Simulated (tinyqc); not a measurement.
# Delay unit and parasitic delay from two ring oscillators

Question. A ring of 31 inverters oscillates at 1/(2 x 31 d), with stage delay d = tau (h + p) for fan-out h. Find tau, p and the delay at fan-out 4.

frequencies of 31-stage ring oscillators with fan-out 2 and 5 (GHz): [2.7515963, 1.4835796]

Solution. d is a straight line in h with slope tau and intercept tau p.

tau = 1.67 ps
p = 1.51
delay at fan-out 4 = 9.20 ps

Numbers from tinyqc (`OMP_NUM_THREADS=1 python tinyqc.py 2082096 2082097 out.jsonl`; about 0.01 s on one thread of a shared Intel Xeon 2.30GHz).
